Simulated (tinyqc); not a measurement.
# Which input was changed?

Model: electroplating on a thin resistive seed layer: kinetics, Wagner number and the terminal effect across a wafer. Computed by tinyqc, a small Python program. Command: `OMP_NUM_THREADS=1 python tinyqc.py 3121049 3121050 out.jsonl terminal which`. One thread of a shared host (Intel(R) Xeon(R) Processor @ 2.30GHz), about 0.2 s of CPU time with the checks.

Current enters the seed at the rim. The bath is treated as a local resistance per area (no lateral flow in the liquid), two electrons per ion, molar volume 7.11 cm^3/mol, Faraday constant F = e N_A, kinematic viscosity 0.01 cm^2/s, omega = 2 pi x rpm/60; k_B T/e is in volts.

Inputs (values chosen for the exercise, of the order of those for copper plating on a thin cobalt or ruthenium seed): wafer radius R = 15 cm; seed thickness t = 28 nm; seed resistivity = 17 microohm cm; bath conductivity kappa = 0.062 S/cm; gap to the anode h = 7.9 cm; extra resistance of a porous plate = 0 ohm cm^2; exchange current density i_0 = 0.071 mA/cm^2; cathodic transfer coefficient alpha = 0.44; mean current density = 24 mA/cm^2; diffusivity of the metal ion = 6.9e-06 cm^2/s; metal ion concentration = 0.73 mol/L; rotation rate = 100 rpm; temperature T = 298 K.

Constants: e = 1.602176634e-19 C; N_A = 6.02214076e+23 1/mol; k_B = 8.617333262e-05 eV/K.

Method:
- Growth rate = i V_m/(2 F). Levich limit i_L = 0.62 x 2 F D^(2/3) omega^(1/2) nu^(-1/6) c. Tafel overpotential eta = (k_B T/(alpha e)) ln(i/i_0); kinetic resistance k_B T/(alpha e i); bath resistance h/kappa + plate; R_s = resistivity/t; Wagner number = kinetic resistance x kappa/R.
- Linearised: with R_t = kinetic + bath resistance the current density obeys (1/r)(r i')' = i R_s/R_t, so i = A I_0(r/l), l = sqrt(R_t/R_s); with x = R/l, edge/centre = I_0(x) and edge/mean = x I_0(x)/(2 I_1(x)).
- Voltage drop in the seed for a uniform current: i R_s R^2/4.

Task: One of these inputs alone was changed, within the range given: wafer radius R (7.5 to 30); seed thickness t (14 to 56); seed resistivity (8.5 to 34); exchange current density i_0 (0.0355 to 0.142). Which one, and to what value?

Results:
```
run     drop for uniform current (mV)  Wagner number  length l (cm)
before                       8196.429     0.01005138       4.624635
after                        4407.857     0.01370643       4.624635
```

Result:

Each candidate set to reproduce drop for uniform current, and what it then gives:
```
candidate                                range searched  value needed  Wagner number  length l (cm)
wafer radius R (cm)                           7.5 to 30         11.00       0.013706         4.6246
seed thickness t (nm)                          14 to 56         52.07       0.010051         6.3063
seed resistivity (microohm cm)                8.5 to 34         9.142       0.010051         6.3063
exchange current density i_0 (mA/cm^2)  0.0355 to 0.142     no effect              -              -
```

Only wafer radius R fits every result: it went from 15 to 11.0 cm. The next best candidate, seed resistivity, misses one result by 36 %.
